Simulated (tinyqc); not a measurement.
# Double-gate transistor below threshold, two-dimensional Poisson equation on a small mesh: what changes with what

Half of a symmetric double-gate structure: row 0 is the mid-plane of the body, where the normal field vanishes. Mobile charge is neglected (subthreshold), the body is fully depleted, and potentials are counted from the intrinsic level; rows run upward to the gate, columns from source to drain.

Inputs (values chosen for the exercise); semiconductor permittivity close to that of gallium nitride:
```
symbol  value   unit                                     meaning
T         325      K                                 temperature
eps_r     9.5         relative permittivity of the semiconductor
eox         9             relative permittivity of the insulator
tb          6     nm                     half the body thickness
tox       2.8     nm                         insulator thickness
L          44     nm                              channel length
Na          0  cm^-3       acceptor density of the depleted body
Vbi      0.47      V                     potential of the source
Vfb      0.13      V                                 gate offset
Vg        0.1      V                                gate voltage
Vd        0.3      V                               drain voltage
```

Constants: q = 1.602176634e-19 C, kB = 1.380649e-23 J/K, Vt = kB T/q, eps0 = 8.8541878128e-14 F/cm where lengths are in cm. Results are converted to the units shown.

Each table varies one quantity; the others keep the values above.

## Refining the mesh

The mesh has 2 c steps in the semiconductor (rows from 0 up to the interface), c steps in the insulator and 8 c along the channel, each uniform. Box integration, divided by eps0: up_i = eps hy/h of the interval above row i, dn_i = that of the interval below (0 for row 0), lat_i = (sum of eps h/2 over the intervals above and below)/hy, s_i = -q Na w_i hy/eps0 with w_i the semiconductor height of the box (hs/2 for row 0 and the interface row, hs between, 0 in the insulator). Each free node obeys (up + dn + 2 lat) psi = up psi(above) + dn psi(below) + lat [psi(left) + psi(right)] + s. Fixed values: gate row Vg - Vfb; column 0 at Vbi and the last column at Vbi + Vd in the semiconductor, each running linearly to Vg - Vfb across the insulator. The system is solved directly; psi is read on row 0 at mid-channel.

Results:
```
c   unknowns  psi at mid-channel (V)  d psi/dVg
1         21                0.009815     0.9387
2         90                0.004623     0.9467
3        207                0.003663     0.9482
6        846                0.003087     0.9491
8       1512                0.003004     0.9492
12      3420                0.002944     0.9493
```

Estimate the missing row, c = 4.

Computed row:
```
c  unknowns  psi at mid-channel (V)  d psi/dVg
4       372                0.003327     0.9487
```

With this row back in the table: psi at mid-channel goes from 0.009815 V on the coarsest mesh to 0.002944 V on the finest, a difference of 6.9 mV. d psi/dVg changes by 0.0080 from c = 1 to 2, by 0.0020 from 2 to 4 and by 5.0e-4 from 4 to 8, a ratio of 4.0 between the last two, near the 4 of a second-order scheme.

## Effect of the gate voltage

Mesh: rows i = 0..12 in the semiconductor (step hs = tb/12, row 12 on the interface), then 8 step(s) ho = tox/8 up to the gate row 20; columns j = 0..80 (step hy = L/80). The system is solved directly. On row 0 the minimum of psi and its place come from a parabola through the three lowest nodes; barrier = Vbi - minimum, swing = Vt ln 10/(d psi/dVg), DIBL = (d psi/dVd)/(d psi/dVg) there. Lambda = pi/k with k the smallest positive root of tan(k tox) tan(k tb) = eox/eps_r.

Effect of the gate voltage:
```
Vg (V)  L/Lambda  barrier (V)  place y/L  swing (mV/decade)  DIBL (mV/V)
-0.2       2.464       0.7524     0.4794              67.98        22.80
-0.12      2.464       0.6765     0.4775              67.99        22.46
-0.04      2.464       0.6007     0.4751              68.00        22.06
0.04       2.464       0.5248     0.4722              68.02        21.58
0.12       2.464       0.4490     0.4686              68.04        20.98
0.2        2.464       0.3732     0.4638              68.08        20.23
```

As Vg goes from -0.2 to 0.2 V, the barrier falls from 0.752 to 0.373 V, the swing stays near 68.0 mV a decade and DIBL falls from 22.8 to 20.2 mV/V; the ideal swing is 64.5. The barrier top moves from y/L = 0.479 to 0.464, towards the source.

## Effect of the insulator thickness

Same model as above.

Results:
```
tox (nm)  L/Lambda  barrier (V)  place y/L  swing (mV/decade)  DIBL (mV/V)
1.1          3.073       0.4872     0.4756              65.86        8.160
1.5          2.903       0.4834     0.4742              66.27        10.63
2.1          2.682       0.4769     0.4721              67.01        15.02
4.1          2.142       0.4483     0.4649              70.40        35.20
5.6          1.864       0.4224     0.4595              73.80        55.31
```

Estimate the missing row, tox = 2.9 nm.

Computed row:
```
tox (nm)  L/Lambda  barrier (V)  place y/L  swing (mV/decade)  DIBL (mV/V)
2.9          2.435       0.4665     0.4692              68.20        22.10
```

With this row back in the table: As tox goes from 1.1 to 5.6 nm, the barrier falls from 0.487 to 0.422 V, the swing rises from 65.9 to 73.8 mV a decade and DIBL rises from 8.16 to 55.3 mV/V; the ideal swing is 64.5. L/Lambda goes from 3.1 to 1.9.

Computed by the program tinyqc: `OMP_NUM_THREADS=1 python tinyqc.py 2480073 2480074 out.jsonl`, one thread of a shared Intel Xeon 2.30GHz, about 0.09 s for the whole run.
